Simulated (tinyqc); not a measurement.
Capillary instabilities by surface diffusion: grooving and agglomeration of films, edge retraction, wire break-up and smoothing of roughness: one step, computed by the program tinyqc. Command: `OMP_NUM_THREADS=1 python tinyqc.py 3011951 3011952 out.jsonl dewet walk`. One thread of a shared host (Intel(R) Xeon(R) Processor @ 2.30GHz), about 0.01 s of CPU time with the checks.

Isotropic surface energy; shapes change by surface diffusion alone.

Task: Retraction of a straight edge. A rim shaped as a circular segment with contact angle theta holds the area h x; its radius r obeys r^2 (theta - sin theta cos theta) = h x. To advance, the edge must carry a strip of the rim height H = r (1 - cos theta) over the rim, driven by the curvature 1/r over the distance r theta (the scaling argument of Brandon and Bradshaw): H dx/dt = B/(theta r^2) gives x^(5/2) = (5/2) B t c^(3/2)/(theta (1 - cos theta) h^(3/2)), c = theta - sin theta cos theta.

Inputs (values chosen for the exercise, for a model film):

| quantity | value | unit |
|---|---|---|
| contact angle on the substrate theta | 95 | degrees |
| temperature T | 676 | K |
| time t | 210 | s |
| film thickness h | 7.1 | nm |

B = 38493.40 nm^4/s

Give: retraction x; rim height H; present speed.

Result:

retraction x = 284.6 nm

rim height H = 36.99 nm

present speed = 0.5420 nm/s

The rim is 5.2 times the film thickness. x goes as t^(2/5) h^(-3/5): thin films retract faster.
